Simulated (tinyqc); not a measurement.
Thermionic-field emission through a Schottky barrier, WKB: one step of the calculation.

Metal on an n-type semiconductor with one parabolic valley; V > 0 is forward bias (metal positive). Energies E are counted from the conduction edge of the neutral semiconductor, whose Fermi level lies at -xi; that of the metal lies at -xi - V. The barrier is a parabola of height Vd = phi - xi - V (depletion approximation, no image force).

Task. Fermi level, barrier and E00. Nc = 2 (2 pi me m0 kB T/h^2)^1.5 (times 1e-6 for cm^-3); Nd = Nc F12(-xi/Vt), F12(x) = (2/sqrt(pi)) int_0^infinity sqrt(u)/(1 + exp(u - x)) du; E00 = (hbar/2) sqrt(Nd/(me m0 eps0 eps_r)) in SI units (volts). W = sqrt(2 eps0 eps_r Vd/(q Nd)).

Inputs (values chosen for the exercise); band and dielectric values close to those of indium phosphide:
```
symbol   value   unit                             meaning
T          350      K                         temperature
me      0.0812     m0                       electron mass
eps_r     12.5                      relative permittivity
phi          1     eV  barrier height seen from the metal
Nd      2.3e19  cm^-3                       donor density
V         0.48      V                                bias
```

Constants: q = 1.602176634e-19 C, kB = 1.380649e-23 J/K, hbar = 1.054571817e-34 J s, h = 6.62607015e-34 J s, m0 = 9.1093837015e-31 kg, Vt = kB T/q, eps0 = 8.8541878128e-14 F/cm where lengths are in cm. Results are converted to the units shown.

Wanted: Nc; xi; Vd; W; E00; E00/Vt.

Result.

Nc = 7.3169e17 cm^-3
xi = -0.36111 eV
Vd = 0.88111 V
W = 7.2751 nm
E00 = 88.381 meV
E00/Vt = 2.9303

By a common rule of thumb, E00/Vt below 0.5 marks thermionic emission, 0.5 to 5 thermionic-field emission and above 5 field emission. By that rule alone: thermionic-field emission; with a high barrier, tunnelling near its top can carry most of the current even below 0.5.

Range of the model: The depletion approximation, a parabolic band and the neglect of image-force lowering make these currents estimates at high doping.

Numbers from tinyqc (`OMP_NUM_THREADS=1 python tinyqc.py 2640014 2640015 out.jsonl`; about 0.02 s on one thread of a shared Intel Xeon 2.30GHz).
